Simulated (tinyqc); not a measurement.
Electron mobility in a silicon inversion layer, empirical terms and Matthiessen rule: two steps of the calculation.

Inversion layer of sheet density Ns on a uniformly doped body, under a high-permittivity gate with an interlayer. The mobility terms are empirical power laws with prefactors chosen for the exercise; adding their inverses (Matthiessen) is itself an approximation.

Inputs (values chosen for the exercise); material values close to those of silicon:
- T = 300 K (temperature)
- Eg = 1.11 eV (band gap)
- eps_r = 11.5 (relative permittivity of the semiconductor)
- Nc = 2.82e19 cm^-3 (conduction-band density of states at T)
- Nv = 2.66e19 cm^-3 (valence-band density of states at T)
- Nb = 1.4e18 cm^-3 (body doping)
- Vsb = 0 V (reverse body bias)
- eta = 0.5 (weight of the inversion charge in the effective field)
- Ap = 381 cm^2/(V s) (phonon-limited mobility at 1 MV/cm and 300 K)
- As = 623 cm^2/(V s) (roughness-limited mobility at 1 MV/cm)
- gs = 2 (exponent of the roughness term)
- Ac = 1900 cm^2/(V s) (Coulomb prefactor)
- Nit = 4.2e10 cm^-2 (charge at the interface)
- Ar = 370 cm^2/(V s) (remote-phonon mobility without interlayer)
- ti = 0.4 nm (interlayer thickness)
- lr = 0.8 nm (decay length of remote phonons)
- Ns = 4.7e12 cm^-2 (inversion density)

Constants: q = 1.602176634e-19 C, kB = 1.380649e-23 J/K, Vt = kB T/q, eps0 = 8.8541878128e-14 F/cm where lengths are in cm. Results are converted to the units shown.

Problem 1. Depletion charge and effective field. ni = sqrt(Nc Nv) exp(-Eg/(2 Vt)), Eg in volts; Ndep = sqrt(2 eps0 eps_r Nb (2 Vt ln(Nb/ni) + Vsb)/q); E = q (Ndep + eta Ns)/(eps0 eps_r), in MV/cm.

Wanted: ni; Ndep; E.

Solution 1.

ni = 1.300e10 cm^-3
Ndep = 4.125e12 cm^-2
E = 1.019 MV/cm

The depletion charge gives 63.7 % of the field.

Problem 2. Mobility terms and their sum. With t = T/(300 K): muC = Ac (Ns/1e12 cm^-2) t/(Nb/1e17 cm^-3 + Nit/1e11 cm^-2), muP = Ap E^(-1/3) t^(-1.75), muS = As E^(-gs), muR = Ar exp(2 ti/lr)/t; 1/mu is the sum of the inverses.

E = 1.0188479 MV/cm

Wanted: terms; mu; shares of 1/mu.

Solution 2.

terms (cm^2/(V s)): Coulomb 619.3, phonon 378.6, roughness 600.2, remote phonon 1006
mu = 144.6 cm^2/(V s)
shares of 1/mu (%): Coulomb 23.35, phonon 38.19, roughness 24.09, remote phonon 14.38

The phonon term limits most.

tinyqc, about 0.01 s, one thread, Intel Xeon 2.30GHz (shared host): `OMP_NUM_THREADS=1 python tinyqc.py 2510048 2510049 out.jsonl`
